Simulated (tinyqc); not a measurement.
Buckled dimers of a reconstructed (001) surface, two dangling bonds a dimer, step by step. Values are carried at full precision from step to step, so a last printed digit may differ when a step is redone from the rounded ones.

In a dimer one atom moves up by z and the other down by z; the dangling bond of the up atom (more s-like) falls by gm z and that of the down atom rises by gm z. With all dimers tilted alike: H(k) = [[-gm z - 2 ta cos k, -tp - 2 tx cos k], [., gm z - 2 ta cos k]], k along the row in 1/a. Two electrons a dimer fill the lowest N of the 2N levels on the mesh k_j = (j + 1/2) pi/N. Total energy a dimer: W(z) = (2/N) sum of the filled levels + kf z^2. Repulsion between electrons is left out.

Constants: kB = 8.617333262e-05 eV/K.

Inputs chosen for the exercise (of the size met on Ge(001); not measured data):
- tp = 0.3 eV (pi coupling inside a dimer)
- ta = 0.17 eV (coupling between like atoms along the row)
- tx = 0.01 eV (diagonal coupling along the row)
- gm = 2.23 eV/angstrom (shift of a dangling bond with height)
- z = 0.39 angstrom (a trial buckling)
- k = 0.77 pi/a (wave vector along the row)
- kf = 7.3 eV/angstrom^2 (force constant of buckling)
- N = 16 (k points)

## One k point at the trial buckling

Form H, its levels and the weight of the lower one on the up atom, (1 + gm z/sqrt((gm z)^2 + h^2))/2 with h the off-diagonal element; k is given in pi/a.

H (eV), rows up, down and columns alike:
```
[[-0.6147, -0.2850],
 [-0.2850, 1.1247]]
```

levels (eV): [-0.6602, 1.1702]

weight on the up atom = 0.9751

## The bands on the mesh

Both levels at each k_j for the trial z, and W(z).

Levels (eV):
```
j   k (pi/a)    lower   upper
0     0.0312  -1.2650  0.5883
1     0.0938  -1.2518  0.6010
2     0.1562  -1.2257  0.6260
3     0.2188  -1.1880  0.6623
4     0.2812  -1.1399  0.7085
5     0.3438  -1.0834  0.7628
6     0.4062  -1.0206  0.8232
7     0.4688  -0.9540  0.8873
8     0.5312  -0.8860  0.9527
9     0.5938  -0.8194  1.0168
10    0.6562  -0.7567  1.0772
11    0.7188  -0.7002  1.1316
12    0.7812  -0.6522  1.1779
13    0.8438  -0.6145  1.2142
14    0.9062  -0.5886  1.2393
15    0.9688  -0.5753  1.2521
```

band energy = -1.8402 eV
elastic energy = 1.1103 eV
W = -0.7298 eV

The lower band is full and the upper empty.

## An isolated dimer

For ta = tx = 0, W = -2 sqrt(tp^2 + (gm z)^2) + kf z^2. It buckles if gm^2/kf > tp; then sqrt(tp^2 + (gm z)^2) = gm^2/kf, the gap is twice that, and the gain is (gm^2/kf - tp)^2 kf/gm^2.

gm^2/kf = 0.6812 eV
buckling z = 0.2743 angstrom
gap = 1.3624 eV
gain = 0.2133 eV

The pi bond is too weak to resist: the dimer tilts and charge moves to the up atom.

## The row at its minimum

Minimise W over z from 0 to 1 angstrom. Gap: lowest upper level less highest lower level on 201 points from 0 to pi (negative: overlap). Charge moved to the up atom: the mean of gm z/sqrt((gm z)^2 + h^2) over the mesh, valid for a full lower band.

z = 0.2742 angstrom
gain over flat dimers = 0.1976 eV

gap (eV): flat -0.0800, at the minimum 0.6828

charge moved = 0.898 e

Buckling turns overlapping bands into a gap, as one-electron models find for Si(001). Per dimer, the gain is also the barrier for flipping the whole row together in this picture, 7.6 kT at 300 K.

## Checks

- Buckling of an isolated dimer from the formula against numerical minimisation: both 0.2743.

(tinyqc, `OMP_NUM_THREADS=1 python tinyqc.py 1450362 1450363 out.jsonl`, Intel(R) Xeon(R) Processor @ 2.30GHz, 1 thread, shared host, about 0.04 s.)
